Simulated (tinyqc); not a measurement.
From results back to parameters: phonon-assisted absorption at an indirect gap. Four cases, with inputs chosen for the exercise.

Problem. One phonon: alpha = A [N (E - Eg + w)^2 + (N + 1)(E - Eg - w)^2], each term only above its threshold, N = 1/(exp(w/kB Tm) - 1). The first two energies lie below the emission threshold and the third above it.

Constants: kB = 8.617333262e-05 eV/K.

Case 1.

Values chosen (out of a larger set: loosely those of SiC at room temperature; Eg is not tied to T; not measured data): Es = (3.214, 3.298, 3.367) eV (three photon energies); Tm = 250 K.

alpha at the three energies (1/cm): 0.1093001  1.685407  10.11835

Case 2.

Values chosen (out of a larger set: loosely those of Si at room temperature; Eg is not tied to T; not measured data): Es = (1.081, 1.151, 1.215) eV (three photon energies); Tm = 250 K.

alpha at the three energies (1/cm): 0.1507913  2.327618  13.11673

Case 3.

Values chosen (out of a larger set: loosely those of SiC at room temperature; Eg is not tied to T; not measured data): Es = (3.147, 3.229, 3.297) eV (three photon energies); Tm = 250 K.

alpha at the three energies (1/cm): 0.1190250  1.856749  10.93532

Case 4.

Values chosen (out of a larger set: loosely those of Si at room temperature; Eg is not tied to T; not measured data): Es = (1.075, 1.143, 1.205) eV (three photon energies); Tm = 300 K.

alpha at the three energies (1/cm): 0.1510804  2.511153  11.46947

Find: slope sqrt(A N); threshold Eg - w; w; Eg; A.

Solution. sqrt(alpha) at the first two energies is a line with slope sqrt(A N) and intercept Eg - w. The excess at the third energy is A N exp(w/kB Tm) (E - (Eg - w) - 2w)^2, which has one root w with the emission threshold between the second and third energies.

Case 1.

slope sqrt(A N) = 11.52 1/(cm^(1/2) eV)
threshold Eg - w = 3.1853 eV
w = 70.7 meV
Eg = 3.256 eV
A = 3.4e+03 1/(cm eV^2)

Case 2.

slope sqrt(A N) = 16.25 1/(cm^(1/2) eV)
threshold Eg - w = 1.0571 eV
w = 58.9 meV
Eg = 1.116 eV
A = 3.8e+03 1/(cm eV^2)

Case 3.

slope sqrt(A N) = 12.41 1/(cm^(1/2) eV)
threshold Eg - w = 3.1192 eV
w = 68.8 meV
Eg = 3.188 eV
A = 3.6e+03 1/(cm eV^2)

Case 4.

slope sqrt(A N) = 17.59 1/(cm^(1/2) eV)
threshold Eg - w = 1.0529 eV
w = 56.1 meV
Eg = 1.109 eV
A = 2.4e+03 1/(cm eV^2)

Computed by tinyqc, one run a case: `OMP_NUM_THREADS=1 python tinyqc.py N N+1 out.jsonl` with N = 1651615, 1651625, 1651634, 1651667; one thread of a shared Intel(R) Xeon(R) Processor @ 2.30GHz, about 0.01 s a run at most.
